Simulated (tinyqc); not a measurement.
## Gain factor and gap resistance from two string resistances

Question. At small bit-line voltage each of the 96 cells has the resistance 1/(K x) at overdrive x (no mobility reduction) in series with a gap resistance Rg. Find K, Rg and the share of the gaps at the higher overdrive.

resistance of a string of 96 equal cells at overdrives of 3.3 and 8.8 V (kohm): [11407.427, 5897.7851]

Solution. The resistance per cell is a straight line in 1/x with slope 1/K and intercept Rg.

K = 3.300 uA/V^2
Rg = 27.00 kohm
share of the gaps = 43.95 %

tinyqc, about 0.9 s, one thread, Intel Xeon 2.30GHz (shared host): `OMP_NUM_THREADS=1 python tinyqc.py 2142229 2142230 out.jsonl`
